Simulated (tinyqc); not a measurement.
Geometry alone against geometry with stress: oxidation of curved silicon (wires and holes): cylindrical Deal-Grove kinetics with stress-retarded reaction. Computed by tinyqc, a small Python program. Command: `OMP_NUM_THREADS=1 python tinyqc.py 3023371 3023372 out.jsonl wireox walk`. One thread of a shared host (Intel(R) Xeon(R) Processor @ 2.30GHz), about 0.02 s of CPU time with the checks.

Silicon fills r < a and oxide a < r < b. One volume of silicon gives 2.25 volumes of oxide, and the length is fixed.

Inputs (values chosen for the exercise, close to those used for silicon in dry oxygen):
```
quantity                       value        unit
prefactor B0                     782      um^2/h
activation energy E_B           1.24          eV
prefactor (B/A)0            5.08e+06        um/h
activation energy E_A              2          eV
starting silicon radius a0        22          nm
starting oxide x_i                 1          nm
viscosity prefactor eta0     2.6e-09        Pa s
viscosity energy E_eta          5.54          eV
critical shear stress s_c         62         MPa
activation volume V_k             14  angstrom^3
temperature T                    925           C
time t                           0.9           h
```

Shape: wire (convex).

Constants: k_B = 8.617333262e-05 eV/K.

Method:
- B = B0 exp(-E_B/(k_B T)), B/A = (B/A)0 exp(-E_A/(k_B T)), eta = eta0 exp(E_eta/(k_B T)); 1 um = 1000 nm.
- Temperatures in kelvin are T(C) + 273.15.
- Geometry: b^2 = b0^2 + 1.25 (a0^2 - a^2), b0 = a0 + x_i.
- Rate of oxide made per interface area: q = 1/[1/k + 2 a |ln(b/a)|/B], and |da/dt| = q/2.25. Reaction k = (B/A) exp(-sigma V_k/(k_B T)). New oxide pushes the old with radial speed u = 1.25 |da/dt| at r = a; the shear stress at radius r is s_c asinh(z a^2/r^2), z = 2 eta u/(a s_c) (Eyring flow), and the compressive normal stress at the interface is sigma = |int_a^b 2 s/r dr| = s_c |F(z) - F(z a^2/b^2)|, F(y) = int_0^y asinh(w)/w dw. q and sigma are solved together. 1 MPa angstrom^3 = 6.241509e-6 eV.
- Integrate da/dt adaptively (tolerance 1e-8); a wire counts as consumed at a = 0.5 nm and a hole as closed at b = 0.5 nm. Planar reference: x^2 + A x = B t + x_i^2 + A x_i, A = B/(B/A).
- A dash marks a stress-free run that has consumed the wire or closed the hole.

B = 4757.68 nm^2/h

B/A = 19.6455 nm/h

low-stress viscosity eta = 5.22245e+14 Pa s

k_B T = 0.103249 eV

Oxide thickness (nm):
```
t (h)  planar  curved, no stress  curved, with stress  a (nm)  sigma (MPa)
0.027   1.525              1.509                1.486  21.777        68.07
0.090   2.741              2.667                2.560  21.276       116.18
0.180   4.458              4.253                3.972  20.598       178.34
0.360   7.824              7.223                6.462  19.347       286.11
0.630  12.713             11.272                9.602  17.670       421.29
0.900  17.431             14.945               12.243  16.169       537.26
1.350  24.954             20.430               15.886  13.956       706.19
1.800  32.109             25.303               18.857  12.020       857.93
```

What does the comparison show, and why?

At 1.8 h the thickness is 0.788 of the planar value from geometry alone and 0.587 with stress. On a wire the new oxide spreads over a larger circumference, which thins it, while the oxidant converges on a smaller interface. Stress and geometry both count. Caution: elasticity of the oxide, stress-dependent diffusion and thin-oxide enhancement are left out.
